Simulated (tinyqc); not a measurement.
# Punch-through p+-n junction, ionisation integral and breakdown: effect of the drift thickness

A p+ layer at x < 0 and an n drift layer from x = 0 to L on an n+ substrate. Depletion approximation, built-in voltage neglected. Local ionisation coefficients alpha_n = an exp(-(bn/E)^mx), alpha_p = ap exp(-(bp/E)^mx). Electrons move towards +x, holes towards x = 0.

W = sqrt(2 eps0 eps_r V/(q N)), peak field E0 = q N W/(eps0 eps_r), falling linearly to 0 at W; if W > L the layer is punched through: W = L, E0 = V/L + q N L/(2 eps0 eps_r), falling linearly to E1 = V/L - q N L/(2 eps0 eps_r). G(x) = integral from 0 to x of (alpha_n - alpha_p); I_n = integral of alpha_n exp(-G) (electrons injected at x = 0), I_p = integral of alpha_p exp(G(end) - G) (holes injected at the far edge); M = 1/(1 - I). Integrals on a fine grid; BV is where I_n = 1. Specific on-resistance Ron = L/(q mu N) with constant mobility and full ionisation. The value eps0 eps_r mu E0^3/4 holds for a triangular field; a layer that punches through can exceed it.

Inputs (values chosen for the exercise); material values close to those of indium phosphide:
```
symbol,value,unit,meaning
eps_r,12.4,,relative permittivity
an,1.12e7,1/cm,prefactor of the electron ionisation coefficient
bn,3.31e6,V/cm,field constant for electrons
ap,4.8e6,1/cm,prefactor of the hole ionisation coefficient
bp,2.58e6,V/cm,field constant for holes
mx,1,,exponent
mu,5240,cm^2/(V s),electron mobility of the drift layer
N,1.5e15,cm^-3,donor density of the drift layer
```

Constants: q = 1.602176634e-19 C, eps0 = 8.8541878128e-14 F/cm where lengths are in cm. Results are converted to the units shown.

Result of one run:

| L (um) | BV (V) | E0 at BV (kV/cm) | W at BV (um) | Ron (mohm cm^2) | BV^2/Ron (MW/cm^2) | eps0 eps_r mu E0^3/4 (MW/cm^2) |
|---|---|---|---|---|---|---|
| 2.8 | 107 | 413 | 2.80 | 0.222 | 51.7 | 102 |

What becomes of these results when the thickness of the drift layer L is changed from 2.8 to 5 um, all else the same?

Result of the changed run:

| L (um) | BV (V) | E0 at BV (kV/cm) | W at BV (um) | Ron (mohm cm^2) | BV^2/Ron (MW/cm^2) | eps0 eps_r mu E0^3/4 (MW/cm^2) |
|---|---|---|---|---|---|---|
| 5 | 175 | 405 | 5.00 | 0.397 | 77.1 | 95.2 |

The whole series:

| L (um) | BV (V) | E0 at BV (kV/cm) | W at BV (um) | Ron (mohm cm^2) | BV^2/Ron (MW/cm^2) | eps0 eps_r mu E0^3/4 (MW/cm^2) |
|---|---|---|---|---|---|---|
| 2.8 | 107 | 413 | 2.80 | 0.222 | 51.7 | 102 |
| 3.7 | 136 | 408 | 3.70 | 0.294 | 62.9 | 97.6 |
| 5 | 175 | 405 | 5.00 | 0.397 | 77.1 | 95.2 |
| 6.7 | 221 | 403 | 6.70 | 0.532 | 91.9 | 94.4 |
| 9 | 274 | 403 | 9.00 | 0.715 | 105 | 94.2 |
| 12 | 326 | 403 | 12.0 | 0.953 | 112 | 94.2 |
| 16 | 365 | 403 | 16.0 | 1.27 | 105 | 94.2 |
| 22 | 371 | 403 | 18.4 | 1.75 | 78.9 | 94.2 |
| 29 | 371 | 403 | 18.4 | 2.30 | 59.8 | 94.2 |

BV rises from 107 to 371 V and saturates once L exceeds the free depleted width of 18.4 um, while Ron keeps rising as L. BV^2/Ron goes from 51.7 through a maximum of 112 (at L = 12 um among the rows listed) to 59.8 MW/cm^2. The best row has L = 0.65 of that width: the last part of the triangle adds little voltage but its full share of resistance.

Program tinyqc, `OMP_NUM_THREADS=1 python tinyqc.py 2120028 2120029 out.jsonl`; Intel Xeon 2.30GHz, shared host, one thread, about 0.08 s.
